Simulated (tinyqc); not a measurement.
p-type polysilicon, carrier trapping at grain boundaries: one step of the calculation.

One-dimensional grains of size Lg, uniform ionised doping N, monovalent traps Qt at each boundary at a depth Et below (for electrons) or above (for holes) the band edge there, abrupt depletion of width W on each side of a boundary, Boltzmann statistics. xi is the distance from the band edge at the grain centre to the Fermi level. Trapped charge Qt/(1 + exp((xi + VB - Et)/Vt)) = 2 N W, barrier VB = q N W^2/(2 eps0 eps_r).

Problem. Resistivity and effective mobility. n0 = NB exp(-xi/Vt); mean density n0 (1 - 2 W/Lg) by charge balance in a partly depleted grain, and n0 (sqrt(pi)/2) erf(u)/u with u = sqrt(VB/Vt) in a fully depleted one; v = sqrt(kB T/(2 pi ms m0)); barrier resistivity Vt exp(VB/Vt)/(q fe n0 v Lg); grain resistivity (1 - 2 W/Lg)/(q n0 mug); effective mobility 1/(q mean density total resistivity).

Values chosen for this exercise; values of the order met in polycrystalline silicon: temperature T = 250 K; valence-band density of states at T NB = 2.02e19 cm^-3; grain size Lg = 230 nm; mass for thermionic emission ms = 0.49 m0; correction factor of the emission rate fe = 0.5; mobility inside the grains mug = 66 cm^2/(V s).

Constants: q = 1.602176634e-19 C, kB = 1.380649e-23 J/K, m0 = 9.1093837015e-31 kg, Vt = kB T/q. Results are converted to the units shown.

W = 12.587394 nm
xi = 0.053320921 V
VB = 0.20828901 V

Give: n0; mean density; v; barrier resistivity; grain resistivity; resistivity; effective mobility.

Solution.

n0 = 1.700e18 cm^-3
mean density = 1.514e18 cm^-3
v = 3.508e6 cm/s
barrier resistivity = 31.00 ohm cm
grain resistivity = 0.04954 ohm cm
resistivity = 31.05 ohm cm
effective mobility = 0.1328 cm^2/(V s)

The resistivity is 558 times that of a single crystal with the same N and mobility mug, and the mean density is 89.1 % of N.

Numbers from tinyqc (`OMP_NUM_THREADS=1 python tinyqc.py 2830069 2830070 out.jsonl`; about 0.01 s on one thread of a shared Intel Xeon 2.30GHz).
